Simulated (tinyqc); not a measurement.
Floating body of a partially depleted SOI transistor: body voltage and kink: two steps of the calculation.

Source at 0 V. Channel current Ic = 2 nf K Vt^2 [F(0) - F(Vd)](1 + la Vd), F(V) = ln^2(1 + exp((Vg - VT - nf V)/(2 nf Vt))), VT = VT0 - gb Vb. Saturation voltage Vs = 2 Vt sqrt(F(0)) + 3 Vt, excess Ve = (Vd - Vs + sqrt((Vd - Vs)^2 + 0.0004 V^2))/2, multiplication M1 = Ai Ve exp(-Bl/Ve). Each junction passes D(v) = J1 (exp(v/Vt) - 1) + J2 (exp(v/(2 Vt)) - 1). Bipolar current Ib = bb J1 (exp(Vb/Vt) - 1). The body settles where M1 (Ic + Ib) = D(Vb) + D(Vb - Vd) + Vb/Rb; drain current Id = (1 + M1)(Ic + Ib) - D(Vb - Vd).

Values chosen for this exercise; values of the order met in partially depleted silicon-on-insulator transistors:
- T = 300 K (temperature)
- VT0 = 0.36 V (threshold at zero body voltage)
- gb = 0.2 (fall of the threshold per volt of body voltage)
- nf = 1.37 (slope factor)
- K = 200 uA/(V^2 um) (gain factor per width)
- la = 0.08 1/V (channel-length modulation factor)
- Ai = 1.02 1/V (impact-ionisation prefactor)
- Bl = 7 V (impact-ionisation voltage)
- J1 = 2e-12 uA/um (diffusion saturation current of each junction)
- J2 = 6.4e-8 uA/um (recombination saturation current of each junction)
- bb = 0 (gain of the lateral bipolar transistor on the diffusion current)
- Rb = 20000 kohm um (resistance of a weak body tie to the source (1e9 stands for no tie, and the term is then dropped))
- Vg = 0.87 V (gate voltage)
- Vd = 2.3 V (drain voltage)

Constants: q = 1.602176634e-19 C, kB = 1.380649e-23 J/K, Vt = kB T/q. Results are converted to the units shown.

Problem 1. New Vb. Current into the body I_in = M1 (Ic + Ib) - D(Vb - Vd), current out I_out = D(Vb) + Vb/Rb; f = ln(I_in/I_out), s = df/dVb by central differences over 1e-5 V, Vb(new) = Vb - f/s.

Vb at the start = 0.8 V

Find: Ic; Ve; M1; I_in; I_out; f; s; Vb after iteration 1.

Solution 1.

Ic = 38.80 uA/um
Ve = 1.733 V
M1 = 0.03117
I_in = 1.209 uA/um
I_out = 55.39 uA/um
f = -3.824
s = -38.36 1/V
Vb after iteration 1 = 0.7003 V

Problem 2. Drain current with floating and with grounded body. Id and VT at the converged Vb, Id at Vb = 0, their ratio, and the bipolar share Ib/(Ic + Ib).

converged Vb = 0.69896458 V

Wanted: VT; Id, floating; Id, grounded; ratio; bipolar share.

Solution 2.

VT = 0.2202 V
Id, floating = 37.68 uA/um
Id, grounded = 23.45 uA/um
ratio = 1.607
bipolar share = 0.000 %

The body rises to 0.699 V and lowers the threshold by 140 mV.

Range of the model: The multiplication law is an empirical form chosen for the exercise; self-heating and capacitive coupling to the body are left out, and the linear laws are rough once Vb passes about 0.7 V or M1 about 0.1.

tinyqc, about 0.2 s, one thread, Intel Xeon 2.30GHz (shared host): `OMP_NUM_THREADS=1 python tinyqc.py 2182203 2182204 out.jsonl`
